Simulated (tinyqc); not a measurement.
## Electron mobility in a silicon inversion layer, empirical terms and Matthiessen rule: effect of the body doping

Inversion layer of sheet density Ns on a uniformly doped body. The mobility terms are empirical power laws with prefactors chosen for the exercise; adding their inverses (Matthiessen) is itself an approximation.

ni = sqrt(Nc Nv) exp(-Eg/(2 Vt)), Eg in volts; Ndep = sqrt(2 eps0 eps_r Nb (2 Vt ln(Nb/ni) + Vsb)/q); E = q (Ndep + eta Ns)/(eps0 eps_r), in MV/cm. With t = T/(300 K): muC = Ac (Ns/1e12 cm^-2) t/(Nb/1e17 cm^-3 + Nit/1e11 cm^-2), muP = Ap E^(-1/3) t^(-1.75), muS = As E^(-gs); 1/mu is the sum of the inverses.

Parameters, values chosen for the exercise; material values close to those of silicon:
- T = 325 K (temperature)
- Eg = 1.14 eV (band gap)
- eps_r = 11.9 (relative permittivity of the semiconductor)
- Nc = 3.12e19 cm^-3 (conduction-band density of states at T)
- Nv = 3e19 cm^-3 (valence-band density of states at T)
- Vsb = 0.3 V (reverse body bias)
- eta = 0.5 (weight of the inversion charge in the effective field)
- Ap = 457 cm^2/(V s) (phonon-limited mobility at 1 MV/cm and 300 K)
- As = 1010 cm^2/(V s) (roughness-limited mobility at 1 MV/cm)
- gs = 2 (exponent of the roughness term)
- Ac = 3700 cm^2/(V s) (Coulomb prefactor)
- Nit = 4.7e11 cm^-2 (charge at the interface)
- Ns = 3.6e12 cm^-2 (inversion density)

Constants: q = 1.602176634e-19 C, kB = 1.380649e-23 J/K, Vt = kB T/q, eps0 = 8.8541878128e-14 F/cm where lengths are in cm. Results are converted to the units shown.

Result of one run:
```
E (MV/cm)  muC (cm^2/(V s))  muP (cm^2/(V s))  muS (cm^2/(V s))  mu (cm^2/(V s))
0.54601              2122.1            486.05            3387.9           354.13
```

Which body doping Nb gave this result: 9.7e16, 2.1e17, 4.7e17, 1e18 or 2.3e18 cm^-3?

Nb = 2.1e17 cm^-3.

The whole series:
```
Nb (cm^-3)  E (MV/cm)  muC (cm^2/(V s))  muP (cm^2/(V s))  muS (cm^2/(V s))  mu (cm^2/(V s))
2e16          0.35283            2944.9            562.20            8113.1           446.12
4.4e16        0.39356            2807.4            542.10            6520.9           424.77
9.7e16        0.45529            2545.0            516.40            4872.4           394.53
2.1e17        0.54601            2122.1            486.05            3387.9           354.13
4.7e17        0.68891            1535.1            449.81            2128.1           299.00
1e18          0.88987            981.63            413.02            1275.5           236.75
2.3e18         1.2255            520.94            371.23            672.54           163.93
5e18           1.7004            263.80            332.84            349.33           103.54
```

As Nb goes from 2e16 to 5e18 cm^-3, E rises from 0.353 to 1.70 MV/cm and mu falls from 446 to 104 cm^2/(V s). The smallest term is the phonon one in the first row and the Coulomb one in the last. At Nb = 5e18 cm^-3 E passes 1.5 MV/cm, beyond the usual range of such laws.

tinyqc, about 0.01 s, one thread, Intel Xeon 2.30GHz (shared host): `OMP_NUM_THREADS=1 python tinyqc.py 2510110 2510111 out.jsonl`
